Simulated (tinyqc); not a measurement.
Worked calculation: plane-wave Kohn-Sham cycle with exchange-only LDA in a layered model solid. Computed by tinyqc, a small Python program that keeps every step. Settings: points = 16, plane-wave index or count = 2, electrons = 4, k points = 4, area = 29.0, mixing = 0.8, iteration cap = 66, Kerker q0 = 0.51. Command: `OMP_NUM_THREADS=1 python tinyqc.py 25790 25791 out.jsonl` (the two numbers bound the seeds that draw the settings). One thread of a shared host (Intel(R) Xeon(R) Processor @ 2.60GHz), about 0.01 s of CPU time with the checks. Later iterations appear only in the table of the cycle.

## Iteration 1: potential

A solid whose potential varies along x alone (atomic units):
```
parameter                      value
period a                   10.200000
cross-section of the cell  29.000000
electrons per cell                 4
grid points                       16
plane waves -n..n, n               2
k points                           4
V1 in V1 cos(2 pi x/a)     -0.470000
V2 in V2 cos(4 pi x/a)      0.020000
```

density at the start, on the grid x_j = j a/N (e/bohr^3): [0.013523, 0.013523, 0.013523, 0.013523, 0.013523, 0.013523, 0.013523, 0.013523, 0.013523, 0.013523, 0.013523, 0.013523, 0.013523, 0.013523, 0.013523, 0.013523]

V_H(G) = 4 pi rho(G)/G^2 for G != 0 (uniform background); v_x = -(3 rho/pi)^(1/3); V = V_ext + V_H + v_x; Fourier components f(G_m) = (1/N) sum_j f(x_j) exp(-i G_m x_j).

Potentials on the grid (hartree):
```
x         V_ext     V_H      v_x        V
0.0000  -0.4500  0.0000  -0.2346  -0.6846
0.6375  -0.4201  0.0000  -0.2346  -0.6547
1.2750  -0.3323  0.0000  -0.2346  -0.5669
1.9125  -0.1940  0.0000  -0.2346  -0.4286
2.5500  -0.0200  0.0000  -0.2346  -0.2546
3.1875   0.1657  0.0000  -0.2346  -0.0689
3.8250   0.3323  0.0000  -0.2346   0.0977
4.4625   0.4484  0.0000  -0.2346   0.2138
5.1000   0.4900  0.0000  -0.2346   0.2554
5.7375   0.4484  0.0000  -0.2346   0.2138
6.3750   0.3323  0.0000  -0.2346   0.0977
7.0125   0.1657  0.0000  -0.2346  -0.0689
7.6500  -0.0200  0.0000  -0.2346  -0.2546
8.2875  -0.1940  0.0000  -0.2346  -0.4286
8.9250  -0.3323  0.0000  -0.2346  -0.5669
9.5625  -0.4201  0.0000  -0.2346  -0.6547
```

V(G_m), m = 0, 1, 2, ... (hartree): [-0.2346, -0.2350, 0.0100, 0.0000, 0.0000]

## Iteration 1: Hamiltonian at one k

k = 0.1250 2 pi / a

H(m,m') = (k + G_m)^2/2 delta + V(G_m - G_m'), with V(-G) = V(G).

H (hartree), order -2, -1, +0, +1, +2:
$$\begin{pmatrix}
0.4324 & -0.2350 & 0.0100 & 0.0000 & 0.0000 \\
-0.2350 & -0.0893 & -0.2350 & 0.0100 & 0.0000 \\
0.0100 & -0.2350 & -0.2316 & -0.2350 & 0.0100 \\
0.0000 & 0.0100 & -0.2350 & 0.0055 & -0.2350 \\
0.0000 & 0.0000 & 0.0100 & -0.2350 & 0.6221
\end{pmatrix}$$

## Iteration 1: levels at that k

Diagonalise the Hermitian matrix.

eigenvalues (hartree): [-0.4988, -0.1397, 0.1306, 0.5360, 0.7110]

## Iteration 1: new density

Motion across x is left out: the lowest 2 band(s) hold two electrons at each of the k points (j + 1/2)/nk - 1/2. Residual R = rho(out) - rho(in); rho(new) = rho(in) + 0.8 R, with R(G) scaled by G^2/(G^2 + 0.51^2) (Kerker). rho(out) = 2/(a A nk) sum |psi|^2 with psi = sum c exp(i G x). Harris energy E = band energy - dV sum rho (V_H/2 + v_x) + (3/4) dV sum rho v_x with rho(in), dV = a A/N, band energy = (2/nk) sum of the filled levels.

rho(out) (e/bohr^3): [0.022727, 0.024342, 0.025894, 0.022422, 0.014381, 0.006613, 0.002247, 0.000714, 0.000410, 0.000714, 0.002247, 0.006613, 0.014381, 0.022422, 0.025894, 0.024342]

density after iteration 1 (e/bohr^3): [0.016691, 0.018165, 0.020084, 0.018644, 0.014063, 0.009759, 0.007802, 0.007522, 0.007593, 0.007522, 0.007802, 0.009759, 0.014063, 0.018644, 0.020084, 0.018165]

energy per cell = -1.046751 hartree

## Iteration 2: potential

As before.

Potentials on the grid (hartree):
```
x         V_ext      V_H      v_x        V
0.0000  -0.4500   0.2027  -0.2517  -0.4990
0.6375  -0.4201   0.1939  -0.2589  -0.4850
1.2750  -0.3323   0.1612  -0.2677  -0.4388
1.9125  -0.1940   0.0965  -0.2611  -0.3586
2.5500  -0.0200   0.0071  -0.2377  -0.2506
3.1875   0.1657  -0.0853  -0.2104  -0.1300
3.8250   0.3323  -0.1594  -0.1953  -0.0224
4.4625   0.4484  -0.2051  -0.1929   0.0503
5.1000   0.4900  -0.2203  -0.1936   0.0761
5.7375   0.4484  -0.2051  -0.1929   0.0503
6.3750   0.3323  -0.1594  -0.1953  -0.0224
7.0125   0.1657  -0.0853  -0.2104  -0.1300
7.6500  -0.0200   0.0071  -0.2377  -0.2506
8.2875  -0.1940   0.0965  -0.2611  -0.3586
8.9250  -0.3323   0.1612  -0.2677  -0.4388
9.5625  -0.4201   0.1939  -0.2589  -0.4850
```

V(G_m), m = 0, 1, 2, ... (hartree): [-0.2308, -0.1455, 0.0097, 0.0017, -0.0001]

## Iteration 2: Hamiltonian at one k

k = 0.1250 2 pi / a

As before.

H (hartree), order -2, -1, +0, +1, +2:
$$\begin{pmatrix}
0.4362 & -0.1455 & 0.0097 & 0.0017 & -0.0001 \\
-0.1455 & -0.0856 & -0.1455 & 0.0097 & 0.0017 \\
0.0097 & -0.1455 & -0.2279 & -0.1455 & 0.0097 \\
0.0017 & 0.0097 & -0.1455 & 0.0093 & -0.1455 \\
-0.0001 & 0.0017 & 0.0097 & -0.1455 & 0.6259
\end{pmatrix}$$

## Iteration 2: levels at that k

As before.

eigenvalues (hartree): [-0.3643, -0.0920, 0.0764, 0.4774, 0.6606]

## Iteration 2: new density

As before.

rho(out) (e/bohr^3): [0.020061, 0.021270, 0.022779, 0.021067, 0.015666, 0.009333, 0.004724, 0.002420, 0.001782, 0.002420, 0.004724, 0.009333, 0.015666, 0.021067, 0.022779, 0.021270]

density after iteration 2 (e/bohr^3): [0.018120, 0.019457, 0.021259, 0.019939, 0.015174, 0.009828, 0.006333, 0.004866, 0.004529, 0.004866, 0.006333, 0.009828, 0.015174, 0.019939, 0.021259, 0.019457]

energy per cell = -0.800094 hartree

## Convergence

Stop when sqrt(dV sum R^2) is below 1e-8, dV = a A/N.

Course of the cycle:
```
iteration  E (hartree)  norm of the residual
1            -1.046751              1.74e-01
2            -0.800094              5.56e-02
3            -0.780016              1.40e-02
4            -0.779490              4.09e-03
5            -0.779495              1.28e-03
6            -0.779497              4.03e-04
7            -0.779498              1.26e-04
8            -0.779498              3.97e-05
9            -0.779498              1.25e-05
10           -0.779498              3.94e-06
11           -0.779498              1.24e-06
12           -0.779498              3.93e-07
13           -0.779498              1.24e-07
14           -0.779498              3.93e-08
15           -0.779498              1.24e-08
16           -0.779498              3.93e-09
```

Converged in 16 iterations. Before convergence this energy mixes input and output and is not variational, so it may rise towards its limit.
